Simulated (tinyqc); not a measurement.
Thin-body transistor below threshold, two-dimensional Poisson equation on a small mesh: one step of the calculation.

A thin body on a thick buried insulator of low permittivity, taken as carrying no normal field at the bottom of the body (row 0). Mobile charge is neglected (subthreshold), the body is fully depleted, and potentials are counted from the intrinsic level; rows run upward to the gate, columns from source to drain.

Problem. Barrier, swing and barrier lowering. The barrier is read along row 0, the path farthest from the gate. Take the node j of lowest psi: barrier Vbi - psi_j; swing Vt ln 10/(d psi_j/dVg); DIBL = (d psi_j/dVd)/(d psi_j/dVg). The derivatives solve the same equations with s = 0 and a unit change of that voltage.

Inputs (values chosen for the exercise): temperature T = 300 K; potential of the source Vbi = 0.48 V.

Constants: q = 1.602176634e-19 C, kB = 1.380649e-23 J/K, Vt = kB T/q. Results are converted to the units shown.

converged psi (V):
```
              j=0         j=1         j=2         j=3         j=4         j=5         j=6
row 0   0.4800000   0.2458654   0.1395991   0.1463963   0.2762371   0.5948692   1.1800000
row 1   0.4800000   0.2355782   0.1306243   0.1365367   0.2605495   0.5722934   1.1800000
row 2   0.4800000   0.2026601   0.1040891   0.1078344   0.2136746   0.4993426   1.1800000
row 3   0.4800000   0.1401436   0.0615096   0.0631270   0.1370137   0.3584606   1.1800000
row 4   0.2250000   0.0590305   0.0171132   0.0177638   0.0560283   0.1733064   0.5750000
row 5  -0.0300000  -0.0300000  -0.0300000  -0.0300000  -0.0300000  -0.0300000  -0.0300000
```

d psi/dVg on row 0: j=0 0.00000000, j=1 0.46397725, j=2 0.70574713, j=3 0.77583686, j=4 0.70574713, j=5 0.46397725, j=6 0.00000000
d psi/dVd on row 0: j=0 0.0000000, j=1 0.0187229, j=2 0.0495279, j=3 0.1120816, j=4 0.2447250, j=5 0.5172998, j=6 1.0000000

Wanted: j; barrier; swing; DIBL.

Solution.

j = 2
barrier = 0.3404 V
swing = 84.35 mV/decade
DIBL = 70.18 mV/V

Numbers from tinyqc (`OMP_NUM_THREADS=1 python tinyqc.py 2480143 2480144 out.jsonl`; about 0.2 s on one thread of a shared Intel Xeon 2.30GHz).
